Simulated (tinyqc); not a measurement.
Read current of a NAND string, cells in series solved by shooting: one step of the calculation.

Cells in series, numbered from 0 at the source line (0 V) to the bit line, each followed by a gap resistance Rg. A cell with gate Vg, threshold VT, source Vs and drain Vd passes I = 2 nf K Vt^2 [F(Vs) - F(Vd)]/(1 + th max(Vg - VT, 0)), F(V) = ln^2(1 + exp((Vg - VT - nf V)/(2 nf Vt))). The selected cell has Vg = Vr, the others Vg = Vp.

Question. Node voltages for a trial current. For a trial current I start at 0 V and, cell by cell (the selected one is cell 4), solve for the drain: sqrt(F(Vd)) = sqrt(F(Vs) - I/k), k = 2 nf K Vt^2/(1 + th max(Vg - VT, 0)), Vd = [Vg - VT - 2 nf Vt ln(exp(sqrt F) - 1)]/nf, then add I Rg.

Inputs (values chosen for the exercise); values of the order met in vertical NAND strings:

| symbol | value | unit | meaning |
|---|---|---|---|
| T | 358 | K | temperature |
| K | 19 | uA/V^2 | gain factor of a cell |
| nf | 2 |  | slope factor |
| th | 0.11 | 1/V | mobility reduction factor |
| Rg | 2.8 | kohm | resistance of the gap between cells |
| Vbl | 0.4 | V | bit-line voltage |
| Vp | 7.2 | V | pass voltage |
| Vr | 3.49 | V | read voltage on the selected word line |

Constants: q = 1.602176634e-19 C, kB = 1.380649e-23 J/K, Vt = kB T/q. Results are converted to the units shown.

second trial current = 1.6 uA
thresholds from the source end, cell 0 to 4 (V): [4.2, -0.6, 4.2, -0.6, 2.5]

Wanted: node voltage after each cell and gap, trial 2.

Answer.

node voltage after each cell and gap, trial 2, cell 0 to 4 (V): [0.04229, 0.06710, 0.1112, 0.1364, 0.3145]

Program tinyqc, `OMP_NUM_THREADS=1 python tinyqc.py 2142243 2142244 out.jsonl`; Intel Xeon 2.30GHz, shared host, one thread, about 0.5 s.
